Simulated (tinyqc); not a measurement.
Inside a calculation: six-band k.p model of the valence band of a wurtzite crystal. Values are carried at full precision from step to step, so a last printed digit may differ when a step is redone from the rounded ones.

At k = 0: E1 = D1c + D2c + Te + Le (pure HH); E2, E3 = Le + u +/- sqrt(u^2 + 2 D3c^2), u = (D1c - D2c + Te)/2, D1c = Dcr, D2c = D3c = Dso/3. The weight of LH in state 2 is fL = (E2 - Le)^2/((E2 - Le)^2 + 2 D3c^2). Relative strengths of transitions to the conduction band: for E perpendicular to c (TE) 1/2, fL/2, (1 - fL)/2; for E along c (TM) 0, 1 - fL, fL, with one momentum element for both directions.

Constants: hc = 1239.841984 eV nm; hbar^2/2m0 = 3.80998211 eV angstrom^2.

Parameters, chosen for this exercise (of the order of those of hexagonal CdS; the results hold for these values, not for the real material):
- Dcr = 0.0255 eV (crystal-field splitting)
- Dso = 0.0682 eV (spin-orbit splitting)
- e_par = 0.0099 (exx = eyy of a c-plane layer)
- D1 = -1.04 eV
- D2 = 1.01 eV
- D3 = 1.31 eV
- D4 = -2.87 eV
- C13 = 50 GPa
- C33 = 94 GPa
- Eg = 2.589 eV (direct gap at Gamma from the top of the unstrained valence band)
- a1 = -2.76 eV (gap potential along c)
- a2 = -4.59 eV (gap potential in the plane)
- A1 = -4.65
- A2 = -0.42
- A3 = 4.14
- A4 = -1.84
- A5 = -1.81
- A6 = -2.19
- kt = 0.047 1/angstrom (in-plane wave vector)
- kz = 0 1/angstrom (wave vector along c)
- kmax = 0.08 1/angstrom (end of the path)

## Edges without strain

Set Le = Te = 0.

E1, E2, E3 without strain (eV): 0.0482  0.0336  -0.0308

fL = 0.5215

edges from the top (eV): 0.0000  -0.0147  -0.0790

The top is state 1 (HH), TE light alone.

## Strain terms

Strain of a c-plane layer: exx = eyy = e_par, ezz = -2 (C13/C33) e_par; Le = D1 ezz + D2 (exx + eyy), Te = D3 ezz + D4 (exx + eyy).

Form ezz, Le and Te.

ezz = -0.010532
Le (strain shift of all three valence states) = 0.03095 eV
Te (further shift of HH and LH) = -0.07062 eV

## Edges and polarisation under strain

Use Le and Te.

E1, E2, E3 under strain (eV): 0.0086  0.0438  -0.0497

fL = 0.1371

Relative strengths:
```
state     TE     TM
1      0.500  0.000
2      0.069  0.863
3      0.431  0.137
```

The top is state 2, 86 % CH, which favours TM light; the next state lies 35.2 meV lower.

## Transition energies

Conduction edge: Ec = (top of the unstrained valence band) + Eg + (a1 + D1) ezz + (a2 + D2)(exx + eyy).

Ec minus each strained valence edge (state 1 is HH, states 2 and 3 are mixtures of LH and CH); wavelength hc/E of the lowest.

Ec = 2.6064 eV

transitions to states 1, 2, 3 (eV): 2.5978  2.5626  2.6561

wavelength = 483.8 nm

Strain moves the lowest transition by -26 meV. The deformation potentials of this set are rough, and this small net shift can differ from measurement even in sign.

## The block at one k

Block form of the six-band Hamiltonian (electron energies, z along c, kt the in-plane wave vector, c0 = hbar^2/2m0): H = [[F, K, -iW], [K, G, D - iW], [iW, D + iW, L]] in the basis HH, LH, CH; the other block is its conjugate and has the same levels. F = D1c + D2c + L + T, G = D1c - D2c + L + T, D = sqrt(2) D3c, with D1c = Dcr, D2c = D3c = Dso/3; L = c0 (A1 kz^2 + A2 kt^2) + Le, T = c0 (A3 kz^2 + A4 kt^2) + Te, K = c0 A5 kt^2, W = c0 A6 kt kz. The zero of energy is the CH state without spin-orbit coupling and strain; the term linear in k is left out.

Fill in the matrix.

H(k) (eV):
```
         HH       LH      CH
HH  -0.0105  -0.0152       0
LH  -0.0152  -0.0559  0.0321
CH        0   0.0321  0.0274
```

## Levels and weights

H is one of the two 3 x 3 blocks into which the six-band matrix falls, in the basis HH, LH, CH of the unmixed zone-centre states. Diagonalise it.

levels from the top (eV): 0.0389  -0.0075  -0.0704

weights:
```
      top  second  third
HH  0.011   0.934  0.055
LH  0.112   0.036  0.853
CH  0.878   0.030  0.092
```

## Bands in the plane and along c

Six points from 0 to kmax each way.

Levels (eV):
```
|k| (1/angstrom)  top, in plane   second    third  top, along c  second, along c  third, along c
0.000                    0.0438   0.0086  -0.0497        0.0438           0.0086         -0.0497
0.016                    0.0431   0.0064  -0.0517        0.0398           0.0081         -0.0508
0.032                    0.0413   0.0004  -0.0584        0.0282           0.0066         -0.0543
0.048                    0.0387  -0.0080  -0.0714        0.0102           0.0041         -0.0614
0.064                    0.0353  -0.0168  -0.0930        0.0006          -0.0110         -0.0754
0.080                    0.0312  -0.0249  -0.1242       -0.0039          -0.0297         -0.1020
```

Along c the HH state has the mass -1/(A1 + A3) = 1.96 and the CH state -1/A1 = 0.215; in the plane, far from the edge, the masses tend to -1/(A2 + A4 - A5) = 2.22, -1/(A2 + A4 + A5) = 0.246 and -1/A2 = 2.38.

## Checks

- Closed-form edges against the diagonalisation at k = 0: they agree to 1e-10 or better.

Program tinyqc; command `OMP_NUM_THREADS=1 python tinyqc.py 1080828 1080829 out.jsonl`; about 0.01 s on one thread of a shared Intel(R) Xeon(R) Processor @ 2.30GHz.
